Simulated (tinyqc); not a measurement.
Worked calculation: k.p theory built from an empirical-pseudopotential calculation at Gamma. Values are carried at full precision from step to step, so a last printed digit may differ when a step is redone from the rounded ones.

Empirical pseudopotential on the fcc lattice, atoms at +/- tau, tau = a (1,1,1)/8, no spin-orbit coupling. H(G,G') = c (2 pi/a)^2 |k + G|^2 delta + VS(q) cos(q.tau) + i VA(q) sin(q.tau), q = G - G', c = hbar^2/2m0; k and G in units of 2 pi/a; VS at |q|^2 = 3, 8, 11 and VA at 3, 4, 11, in rydberg, zero elsewhere. The basis is fixed: all 65 G with |G|^2 up to Gcut. Energies are counted from the fourth level at Gamma.

Constants: hbar^2/2m0 = 3.80998211 eV angstrom^2; Ry = 13.60569312 eV.

Values chosen for the exercise (near those of ZnSe; not measured data): a = 5.647 angstrom (lattice constant); VS = (-0.237, 0.029, 0.06) Ry (symmetric form factors); VA = (0.183, 0.122, 0.032) Ry (antisymmetric form factors); Gcut = 16 (2 pi/a)^2 (largest |G|^2 of the fixed basis).

## Levels at Gamma

Diagonalise H at k = 0 and group equal levels.

Multiplets at Gamma:
```
multiplet,degeneracy,E (eV)
1,1,-13.3722
2,3,0.0000
3,1,3.2175
4,3,7.5428
5,2,10.3079
6,1,13.3031
7,3,15.6784
8,1,19.0889
9,3,29.3650
```

The lowest empty multiplet is a singlet at 3.217 eV; the lowest empty singlet (s-like) is multiplet 3.

## Mass of the s-like conduction level (multiplet 3)

For a multiplet A of d_A states, W(B) = (4 c/(3 d_A)) sum over n in A, m in B and i = x, y, z of |<n|G_i|m>|^2 (G in 1/angstrom, <n|G_i|m> = sum_G c_n(G)* G_i c_m(G)); the mean inverse mass of A is 1 + sum_B W(B)/(E_A - E_B). Multiplets with W = 0 are left out.

List the couplings (the first eight at most); W to the valence triplet is the Kane energy Ep.

Couplings:
```
multiplet B,degeneracy,E_B (eV),W (eV),W/(E_A - E_B)
2,3,0.0000,13.9899,4.3481
4,3,7.5428,0.0180,-0.0042
7,3,15.6784,0.2874,-0.0231
10,3,30.1216,0.3986,-0.0148
12,3,30.8406,1.0689,-0.0387
16,3,43.7073,0.0355,-0.0009
18,3,45.1951,0.0368,-0.0009
20,3,46.9265,0.0056,-0.0001
```

sum over the higher multiplets = -0.0034
1/m = 5.2621

Ep = 13.99 eV. The valence triplet gives 4.35, all other levels together -0.09; m = 0.1900, against 0.1870 for two levels alone.

## Valence parameters

Fold all other levels onto the valence triplet: D(u) = c + 4 c^2 sum_m <n|u.G|m><m|u.G|n'>/(0 - E_m), in units of c. Along [100] its eigenvalues are L (once) and M (twice); along [111] (L + 2M + 2N)/3 (once) and (L + 2M - N)/3 (twice). Then g1 = -(L + 2M)/3, g2 = -(L - M)/6, g3 = -N/6.

eigenvalues along [100]: -4.254  -0.988  -0.988

eigenvalues along [111]: -5.397  -0.416  -0.416

L, M, N: -4.254  -0.988  -4.981

g1, g2, g3: 2.077  0.544  0.830

With spin-orbit coupling added at fixed g1, g2, g3 and large against the hole energy these give heavy and light masses along [100] of 1.012 and 0.316. The s-like level alone adds Ep/(3E) = 1.45 to g1. Local form factors fix Ep and the gap only roughly, so these values can lie far from measured ones.

## Checks

- 1/m of the s-like level from the sum against the curvature of the band: both 5.262.
- L and M against the curvatures along [100]: largest relative difference 3.7e-07.

Program tinyqc; command `OMP_NUM_THREADS=1 python tinyqc.py 1080038 1080039 out.jsonl`; about 0.3 s on one thread of a shared Intel(R) Xeon(R) Processor @ 2.30GHz.
